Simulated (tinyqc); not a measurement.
# Worked calculation: electron mobility in a silicon inversion layer, empirical terms and Matthiessen rule

Program tinyqc, `OMP_NUM_THREADS=1 python tinyqc.py 2510048 2510049 out.jsonl`; Intel Xeon 2.30GHz, shared host, one thread, about 0.01 s. Printed values are rounded.

Inversion layer of sheet density Ns on a uniformly doped body, under a high-permittivity gate with an interlayer. The mobility terms are empirical power laws with prefactors chosen for the exercise; adding their inverses (Matthiessen) is itself an approximation.

Parameters, values chosen for the exercise; material values close to those of silicon: temperature T = 300 K; band gap Eg = 1.11 eV; relative permittivity of the semiconductor eps_r = 11.5; conduction-band density of states at T Nc = 2.82e19 cm^-3; valence-band density of states at T Nv = 2.66e19 cm^-3; body doping Nb = 1.4e18 cm^-3; reverse body bias Vsb = 0 V; weight of the inversion charge in the effective field eta = 0.5; gate capacitance Cox = 0.74 uF/cm^2; phonon-limited mobility at 1 MV/cm and 300 K Ap = 381 cm^2/(V s); roughness-limited mobility at 1 MV/cm As = 623 cm^2/(V s); exponent of the roughness term gs = 2; Coulomb prefactor Ac = 1900 cm^2/(V s); charge at the interface Nit = 4.2e10 cm^-2; remote-phonon mobility without interlayer Ar = 370 cm^2/(V s); interlayer thickness ti = 0.4 nm; decay length of remote phonons lr = 0.8 nm; inversion density Ns = 4.7e12 cm^-2; ratio W/L WL = 5; drain voltage Vd = 0.05 V; measured linear current I = 27.2 uA.

Constants: q = 1.602176634e-19 C, kB = 1.380649e-23 J/K, Vt = kB T/q, eps0 = 8.8541878128e-14 F/cm where lengths are in cm. Results are converted to the units shown.

## Depletion charge and effective field

ni = sqrt(Nc Nv) exp(-Eg/(2 Vt)), Eg in volts; Ndep = sqrt(2 eps0 eps_r Nb (2 Vt ln(Nb/ni) + Vsb)/q); E = q (Ndep + eta Ns)/(eps0 eps_r), in MV/cm.

ni = 1.300097e10 cm^-3
Ndep = 4.125086e12 cm^-2
E = 1.018848 MV/cm

The depletion charge gives 63.7 % of the field.

## Mobility terms and their sum

With t = T/(300 K): muC = Ac (Ns/1e12 cm^-2) t/(Nb/1e17 cm^-3 + Nit/1e11 cm^-2), muP = Ap E^(-1/3) t^(-1.75), muS = As E^(-gs), muR = Ar exp(2 ti/lr)/t; 1/mu is the sum of the inverses.

terms (cm^2/(V s)): Coulomb 619.2788, phonon 378.6360, roughness 600.1632, remote phonon 1005.764
mu = 144.5855 cm^2/(V s)
shares of 1/mu (%): Coulomb 23.34740, phonon 38.18589, roughness 24.09103, remote phonon 14.37568

The phonon term limits most.

## Iteration 1: inversion density for the measured current

Ns at the start = 3.3e12 cm^-2

I = (W/L) q Ns mu Vd. E = q (Ndep + eta Ns)/(eps0 eps_r) in MV/cm. With t = T/(300 K): muC = Ac (Ns/1e12 cm^-2) t/(Nb/1e17 cm^-3 + Nit/1e11 cm^-2), muP = Ap E^(-1/3) t^(-1.75), muS = As E^(-gs), muR = Ar exp(2 ti/lr)/t; 1/mu is the sum of the inverses. Ns(new) = I/((W/L) q mu Vd).

E = 0.9087036 MV/cm
mu = 139.6302 cm^2/(V s)
Ns after iteration 1 = 4.863390e12 cm^-2

## Iteration 2: inversion density for the measured current

As before.

E = 1.031703 MV/cm
mu = 144.6039 cm^2/(V s)
Ns after iteration 2 = 4.696113e12 cm^-2

## Course of the iteration: inversion density for the measured current

Stop when Ns changes by less than 1e5 cm^-2, or after 120 iterations.

Course of the iteration:

| iteration | Ns (cm^-2) | \|change\| (cm^-2) |
|---|---|---|
| 1 | 4.863390e12 | 1.56e12 |
| 2 | 4.696113e12 | 1.67e11 |
| 3 | 4.696759e12 | 6.46e8 |
| 4 | 4.696751e12 | 8.27e6 |
| 5 | 4.696751e12 | 1.06e5 |
| 6 | 4.696751e12 | 1350 |

Converged in 6 iterations. At the end each change is about 0.013 times the one before, with alternating sign: linear convergence.

## Split C-V extraction

| point | Vg (V) | Cgc (uF/cm^2) | I (uA) |
|---|---|---|---|
| 0 | 0.1 | 1.670254e-4 | 6.380298e-9 |
| 1 | 0.15 | 7.474391e-4 | 1.278619e-7 |
| 2 | 0.2 | 0.003335698 | 2.554839e-6 |
| 3 | 0.25 | 0.01470835 | 5.038725e-5 |
| 4 | 0.3 | 0.06161177 | 9.396792e-4 |
| 5 | 0.35 | 0.2139620 | 0.01419454 |
| 6 | 0.4 | 0.4777377 | 0.1243035 |
| 7 | 0.45 | 0.6591970 | 0.5199216 |
| 8 | 0.5 | 0.7202856 | 1.265138 |
| 9 | 0.55 | 0.7355050 | 2.281315 |
| 10 | 0.6 | 0.7389916 | 3.486151 |
| 11 | 0.65 | 0.7397746 | 4.822634 |
| 12 | 0.7 | 0.7399497 | 6.251154 |

Q(Vg) is the trapezoid sum of Cgc from the first point (where Q is taken as 0); mu_eff = I/((W/L) Q Vd); mu_FE = (dI/dVg)/((W/L) Cox Vd) with a backward difference. Listed from point 4 on.

| point | Q (uC/cm^2) | mu_eff (cm^2/(V s)) | mu_FE (cm^2/(V s)) |
|---|---|---|---|
| 4 | 0.002484044 | 1.513144 | 0.09613968 |
| 5 | 0.009373388 | 6.057378 | 1.432958 |
| 6 | 0.02666588 | 18.64608 | 11.90367 |
| 7 | 0.05508925 | 37.75122 | 42.76952 |
| 8 | 0.08957631 | 56.49432 | 80.56397 |
| 9 | 0.1259711 | 72.43931 | 109.8569 |
| 10 | 0.1628335 | 85.63719 | 130.2526 |
| 11 | 0.1998026 | 96.54794 | 144.4846 |
| 12 | 0.2367958 | 105.5957 | 154.4346 |

At the last point mu_FE is 46 % above mu_eff.
